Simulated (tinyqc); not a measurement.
Error from band bending against W.

In A the levels shift by pb (1 - z/W)^2 for z < W. The signal from depth z is weighted by exp(-z/le)/le, so the centroid shifts by pb [1 - 2/a + (2/a^2)(1 - exp(-a))], a = W/le, and the error of iA against its value at the interface is that less pb.

Inputs (values chosen for the exercise):
- pb = 0.4 V (band bending in A at the interface)
- le = 3.9 nm (escape depth)

Results:
```
W (nm)	a	centroid shift (eV)	error (meV)
2.8	0.71795	0.080744	-319.26
8.6	2.2051	0.18359	-216.41
15	3.8462	0.24492	-155.08
26	6.6667	0.29798	-102.02
45	11.538	0.33668	-63.325
79	20.256	0.36246	-37.544
140	35.897	0.37834	-21.665
240	61.538	0.38721	-12.789
```

Estimate the missing row, W = 5 nm.

Computed row:
```
W (nm)	a	centroid shift (eV)	error (meV)
5	1.2821	0.12767	-272.33
```

With this row back in the table: The size of the error falls from 319 to 12.8 meV; for large a it is 2 |pb|/a. It is below 50 meV, a typical accuracy of the method, in 3 of the 9 rows. Heavily doped substrates and deep-probing photons need the correction.

Numbers from tinyqc (`OMP_NUM_THREADS=1 python tinyqc.py 2410130 2410131 out.jsonl`; about 0.01 s on one thread of a shared Intel Xeon 2.30GHz).
